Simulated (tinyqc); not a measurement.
Six-transistor SRAM cell, nodal equations and margins: one step of the calculation.

Two cross-coupled inverters (pull-down bn, pull-up bp) hold the nodes Q and QB; access transistors (ba, threshold VTn, gate on the word line at Vdd when selected) join them to the bit lines. Transistor (EKV form, voltages against the body): I = 2 n b Vt^2 [F(vp - Vs) - F(vp - Vd)] from drain to source, F(v) = ln^2(1 + exp(v/(2 Vt))), vp = (Vg - VT + sg |Vd - Vs|)/n. n-channel bodies are at 0; for the p-channel device all voltages are counted down from Vdd. b in uA/V^2 gives I in uA. For an access transistor the bit line is the drain and the node the source. In a read both bit lines are at Vdd. The cell is symmetric (no mismatch).

Problem. Node voltages in a read by Newton steps. F1 = In(gate QB, drain Q) - Ip(gate QB, drain Q) - Ia(bit line, Q), F2 the same with Q and QB exchanged; J by central differences with +/- 1e-6 V; solve J d = -F, limit each component to +/- 0.15 V and add.

Parameters, values chosen for the exercise: temperature T = 400 K; supply voltage Vdd = 0.7 V; slope factor n = 1.44; drain-induced barrier lowering sg = 0.05; n-channel threshold VTn = 0.33 V; p-channel threshold (magnitude) VTp = 0.35 V; gain factor of the pull-down transistor bn = 150 uA/V^2; gain factor of the access transistor ba = 120 uA/V^2; gain factor of the pull-up transistor bp = 87 uA/V^2.

Constants: q = 1.602176634e-19 C, kB = 1.380649e-23 J/K, Vt = kB T/q. Results are converted to the units shown.

(Q, QB) after iteration 1 (V): Q 0.06613629, QB 0.69990125

Give: F1, F2; J; (Q, QB) after iteration 2.

Solution.

F1, F2 (uA): [-0.8799, 0.0023]

J (uS):
```
        Q     QB
F1  77.57  10.36
F2   0.10  23.81
```

(Q, QB) after iteration 2 (V): Q 0.0775, QB 0.6998

Program tinyqc, `OMP_NUM_THREADS=1 python tinyqc.py 2340119 2340120 out.jsonl`; Intel Xeon 2.30GHz, shared host, one thread, about 0.2 s.
